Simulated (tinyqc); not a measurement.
All-pass ring resonator: two steps of the calculation.

A ring of length L = 2 pi Rr coupled to one bus waveguide: round-trip amplitude a = 10^(-al L/20), self-coupling t = sqrt(1 - k2). At detuning d from the resonance the round-trip phase is p = 2 pi d/FSR and the transmission T = (a^2 - 2 a t cos p + t^2)/(1 - 2 a t cos p + a^2 t^2). Lossless coupler, linear absorption only.

Values chosen for this exercise; values close to those of silicon waveguides:
- lam = 1550 nm (cold resonance wavelength)
- Rr = 7.5 um (ring radius)
- ng = 4.36 (group index)
- al = 3.5 dB/cm (propagation loss)
- k2 = 0.007 (power coupling)
- dT = 0.00018 1/K (thermo-optic change of the effective index)
- Rt = 2 K/mW (thermal resistance)
- fa = 0.47 (share of the loss that heats the ring)
- Pin = 0.055 mW (input power)
- dl = 20 pm (laser detuning from the cold resonance)

Constants: c = 299792458 m/s. Results are converted to the units shown.

Question 1. Resonance parameters. FSR = lam^2/(ng L), finesse F = pi sqrt(a t)/(1 - a t), FWHM = FSR/F, Q = lam/FWHM, Tmin = (a - t)^2/(1 - a t)^2, power build-up k2 a^2/(1 - a t)^2, optical bandwidth c/(lam Q).

Wanted: a; t; FSR; F; FWHM; Q; Tmin; build-up; bandwidth.

Answer 1.

a = 0.9981
t = 0.9965
FSR = 11.69 nm
F = 580.6
FWHM = 20.14 pm
Q = 7.696e4
Tmin = -10.51 dB
build-up = 239.4
bandwidth = 2.513 GHz

The ring is overcoupled; critical coupling needs k2 = 1 - a^2 = 0.00379.

Question 2. Thermal shift of the resonance. T is the transmission at d = dl - s, p = 2 pi d/FSR; out = (lam dT/ng) Rt fa (1 - T) Pin; s(new) = out.

s after iteration 1 = 0.60964335 pm
a = 0.99810293
t = 0.99649385
FSR = 11.693265 nm

Find: d; T; out; s after iteration 2.

Answer 2.

d = 19.39 pm
T = 0.8065
out = 0.6403 pm
s after iteration 2 = 0.6403 pm

Computed by the program tinyqc: `OMP_NUM_THREADS=1 python tinyqc.py 2650011 2650012 out.jsonl`, one thread of a shared Intel Xeon 2.30GHz, about 0.01 s for the whole run.
